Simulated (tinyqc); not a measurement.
Isochronal anneals: hydrogen passivation and dissociation of interface defects with a spread of activation energies. Computed by tinyqc, a small Python program. Command: `OMP_NUM_THREADS=1 python tinyqc.py 3003993 3003994 out.jsonl passivation walk`. One thread of a shared host (Intel(R) Xeon(R) Processor @ 2.30GHz), about 0.01 s of CPU time with the checks.

Active defects P react as P + H2 -> HP + H and HP -> P + H; released atomic hydrogen is removed. All defects start active. Activation energies are normally distributed, independently for the two reactions.

Inputs (values chosen for the exercise, for a model interface):
```
quantity,value,unit
mean passivation energy E_f,1.56,eV
spread s_f,0.13,eV
prefactor k_f0,3e-09,cm^3/s
mean dissociation energy E_d,2.82,eV
spread s_d,0.066,eV
prefactor k_d0,3.8e+13,1/s
dissolved hydrogen [H2],2.7e+16,cm^-3
anneal time t,16000,s
```

Ambient: hydrogen.

Constants: k_B = 8.617333262e-05 eV/K.

Method. a = k_f0 [H2] exp(-E_f/k_B T), b = k_d0 exp(-E_d/k_B T); the active share of one kind of site is b/(a + b) + (a/(a + b)) exp(-(a + b) t). Full average: z from -5 to 5 in steps of 0.125 with normalised weights exp(-z^2/2), energy = mean + spread x z, over both energies.

Same time, other temperatures:
```
T (K),a (1/s),b (1/s),"active share, single energy","active share, spread"
450,2.7369e-10,9.9351e-19,1.0000e+00,0.99920
525,8.5732e-08,3.2283e-14,9.9863e-01,0.96998
600,6.3835e-06,7.8131e-11,9.0291e-01,0.73204
675,1.8239e-04,3.3474e-08,5.4175e-02,0.26329
750,2.6653e-03,4.2679e-06,1.5987e-03,0.03725
825,2.3918e-02,2.2537e-04,9.3349e-03,0.04389
900,1.4889e-01,6.1444e-03,3.9632e-02,0.10768
975,6.9958e-01,1.0074e-01,1.2587e-01,0.21393
1050,2.6352e+00,1.1076e+00,2.9593e-01,0.35561
1125,8.3175e+00,8.8459e+00,5.1539e-01,0.51087
```

The active share is lowest, 0.0373, at 750 K of those listed: below, passivation is too slow for this time, and above, dissociation competes. A single energy would promise 0.00160 (at 750 K), so among these rows the spread raises the floor by a factor 23.

Extremes, crossings and ranges named in words are read from the listed rows.
